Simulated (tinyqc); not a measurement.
One-sided p+-n junction, ionisation integral and breakdown: two steps of the calculation.

A p+ layer at x < 0 and an n drift layer from x = 0. Depletion approximation, built-in voltage neglected. Local ionisation coefficients alpha_n = an exp(-(bn/E)^mx), alpha_p = ap exp(-(bp/E)^mx). Electrons move towards +x, holes towards x = 0.

Values chosen for this exercise; material values close to those of 4H silicon carbide:
```
symbol   value   unit                                           meaning
eps_r     9.84                                    relative permittivity
an       1.7e8   1/cm  prefactor of the electron ionisation coefficient
bn      3.13e7   V/cm                      field constant for electrons
ap      3.38e8   1/cm      prefactor of the hole ionisation coefficient
bp      2.66e7   V/cm                          field constant for holes
mx           1                                                 exponent
N       1.1e15  cm^-3                  donor density of the drift layer
V        10000      V                                   reverse voltage
fr         0.4         share of the depleted width that the grid covers
```

Constants: q = 1.602176634e-19 C, eps0 = 8.8541878128e-14 F/cm where lengths are in cm. Results are converted to the units shown.

Question 1. Field and ionisation coefficients on a grid. W = sqrt(2 eps0 eps_r V/(q N)), peak field E0 = q N W/(eps0 eps_r), falling linearly to 0 at W. Grid: 10 equal steps from 0 to fr W.

Find: W; x; E; alpha_n; alpha_p.

Answer 1.

W = 99.434 um

```
point  x (um)  E (kV/cm)  alpha_n (1/cm)  alpha_p (1/cm)
0       0.000     2011.4          29.662          610.22
1       3.977     1930.9          15.510          351.70
2       7.955     1850.5          7.6653          193.22
3      11.932     1770.0          3.5532          100.53
4      15.909     1689.6          1.5308          49.147
5      19.887     1609.1         0.60623          22.368
6      23.864     1528.7         0.21778          9.3707
7      27.842     1448.2        0.069823          3.5639
8      31.819     1367.7        0.019582          1.2098
9      35.796     1287.3       0.0046848         0.35876
10     39.774     1206.8       9.2620e-4        0.090476
```

Question 2. Ionisation integrals by the trapezoid rule. G(x) = integral from 0 to x of (alpha_n - alpha_p); I_n = integral of alpha_n exp(-G) (electrons injected at x = 0), I_p = integral of alpha_p exp(G(end) - G) (holes injected at the far edge); M = 1/(1 - I). All integrals by the trapezoid rule on the grid.

```
point     x (um)  alpha_n (1/cm)  alpha_p (1/cm)
0       0.000000       29.662139       610.22051
1       3.977364       15.509895       351.70393
2       7.954728       7.6652947       193.22268
3      11.932093       3.5532306       100.52910
4      15.909457       1.5307964       49.147355
5      19.886821      0.60623477       22.368112
6      23.864185      0.21778069       9.3707013
7      27.841550     0.069822517       3.5639428
8      31.818914     0.019581736       1.2097517
9      35.796278    0.0046847759      0.35876286
10     39.773642    9.2620009e-4     0.090476029
```

Find: G; alpha_n exp(-G); I_n; I_p; M_n; M_p.

Answer 2.

```
point         G  alpha_n exp(-G) (1/cm)
0       0.00000                  29.662
1      -0.18231                  18.612
2      -0.28607                  10.204
3      -0.34226                   5.003
4      -0.37101                   2.218
5      -0.38481                   0.891
6      -0.39096                   0.322
7      -0.39347                   0.103
8      -0.39441                   0.029
9      -0.39471                   0.007
10     -0.39480                   0.001
```

I_n = 0.020770
I_p = 0.33541
M_n = 1.0212
M_p = 1.5047

Numbers from tinyqc (`OMP_NUM_THREADS=1 python tinyqc.py 2120037 2120038 out.jsonl`; about 0.08 s on one thread of a shared Intel Xeon 2.30GHz).
